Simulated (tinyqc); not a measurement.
Quasi-harmonic thermal expansion with mode Grueneisen parameters: one step, computed by the program tinyqc. Command: `OMP_NUM_THREADS=1 python tinyqc.py 3002633 3002634 out.jsonl qha walk`. One thread of a shared host (Intel(R) Xeon(R) Processor @ 2.30GHz), about 0.02 s of CPU time with the checks.

A crystal with two atoms a cell; per atom there are 1 transverse acoustic (TA), 1/2 longitudinal acoustic (LA) and 3/2 optical (O) modes. Every frequency of group i scales as nu_i (V/V0)^(-gamma_i). Each group has one frequency. Static energy: E = (9 V0 B0/16) [y^3 B' + y^2 (2 - 4 y)], y = (V0/V)^(2/3) - 1, with pressure P_s = (3 B0/2) (z^7 - z^5) [1 + (3/4)(B' - 4)(z^2 - 1)], z = (V0/V)^(1/3).

Task: Mode groups at the static volume. For a mode with x = h nu/(k_B T), n = 1/(exp(x) - 1): U = h nu (n + 1/2), C/k_B = x^2 n (n + 1); U_i and C_i sum these over group i with its weight per atom. Phonon pressure P_ph = sum_i gamma_i U_i/V.

Inputs (values chosen for the exercise, for a model crystal): static volume V0 = 19.1 angstrom^3/atom; frequency nu_TA = 2.07 THz; frequency nu_LA = 3.34 THz; frequency nu_O = 5.9 THz; Grueneisen parameter gamma_TA = 1.2; Grueneisen parameter gamma_LA = 0.82; Grueneisen parameter gamma_O = 0.9; temperature T = 50 K.

Acoustic groups: Einstein.

Constants: h x 1 THz = 4.135667696 meV; k_B = 8.617333262e-05 eV/K; 1 eV/angstrom^3 = 160.2176634 GPa.

Give: Groups; phonon pressure at V0.

Result:

Groups:
```
group  h nu_i/(k_B T)  U_i (meV)  C_i (k_B)  gamma_i C_i (k_B)
TA              1.987      5.641     0.7270             0.8724
LA              3.206      3.745     0.2262             0.1855
O               5.663      18.43     0.1682             0.1514
```

phonon pressure at V0 = 0.2217 GPa
